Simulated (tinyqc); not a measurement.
Scaling with the misfit: strain-driven roughening and islands of a mismatched epitaxial film. Computed by tinyqc, a small Python program. Command: `OMP_NUM_THREADS=1 python tinyqc.py 3003252 3003253 out.jsonl island walk`. One thread of a shared host (Intel(R) Xeon(R) Processor @ 2.30GHz), about 0.01 s of CPU time with the checks.

Film and substrate share isotropic elastic constants; the film is coherent and biaxially strained.

Inputs (values chosen for the exercise, for a model film): misfit |f| = 0.055; shear modulus G = 57.9 GPa; Poisson ratio nu = 0.25; surface energy gamma = 0.981 J/m^2; contact angle of the shallow shape theta_1 = 9.19 degrees; contact angle of the steep shape theta_2 = 25.6 degrees; facet energy of shape 1 over gamma = 1.009; facet energy of shape 2 over gamma = 1.014; surface mobility D_s nu_s Omega^2/(k_B T) = 4.1e-33 m^6/(J s).

Transport: surface diffusion.

Constants: e = 1.602176634e-19 C.

Method:
- M = 2 G (1 + nu)/(1 - nu); stress = M f; energy density w = M f^2.
- A ripple A cos(k x) has the surface chemical potential per volume [gamma k^2 - 2 (1 + nu) w k] A cos(k x), so k_c = 2 (1 + nu) w/gamma. With surface diffusion the amplitude grows at the rate q = B k^2 [2 (1 + nu) w k - gamma k^2], fastest at k_m = (3/4) k_c. B is the surface mobility.
- Shallow faceted island (Tersoff form): E = 4 Gam V^(2/3) tan^(1/3)(theta) - 6 c V tan(theta), Gam = gamma [x/sin(theta) - 1/tan(theta)], x the facet energy over gamma, c = stress^2 (1 - nu)/(2 pi G).
- The barrier is the maximum of E, at V_c = [4 Gam/(9 c)]^3 / tan^2(theta) (1 GPa nm = 1 J/m^2).
- V_c = [4 Gam/(9 c)]^3/tan^2(theta), barrier = (4/3) Gam V_c^(2/3) tan^(1/3)(theta); the growth time is 1/q at k_m.

fastest wavelength = 5.63073 nm

growth time 1/q at k_m = 4.81070e-04 s

critical volume, shape 1 = 0.645616 nm^3

barrier, shape 1 = 0.454326 eV

Misfit scaled at fixed constants:
```
|f| (%)  fastest wavelength (nm)  growth time (s)  V_c of shape 1 (nm^3)  barrier of shape 1 (eV)
1.375                     90.092       3.1527e+01             2.6444e+03               1.1631e+02
1.925                     45.965       2.1363e+00             3.5121e+02               3.0276e+01
2.750                     22.523       1.2315e-01             4.1319e+01               7.2692e+00
3.850                     11.491       8.3450e-03             5.4876e+00               1.8922e+00
5.500                      5.631       4.8107e-04             6.4562e-01               4.5433e-01
7.700                      2.873       3.2598e-05             8.5744e-02               1.1826e-01
```

What does the comparison show, and why?

Halving the misfit stretches the wavelength 4 times, the barrier 16 times, the volume 64 times and the time 256 times: f^(-2), f^(-4), f^(-6), f^(-8). Over these rows the time spans 6.0 decades: strongly mismatched films tend to roughen first, while dilute alloys have time to stay flat. Rows with wavelengths under 10 nm or volumes under 5 nm^3 are beyond the continuum picture. Caution: a wavelength of a few nanometres is at the limit of continuum theory, where steps and facets rule. Caution: a critical volume below 1 nm^3 holds fewer than a hundred atoms, so a continuum barrier there has no physical meaning.

Extremes, crossings and ranges named in words are read from the listed rows.
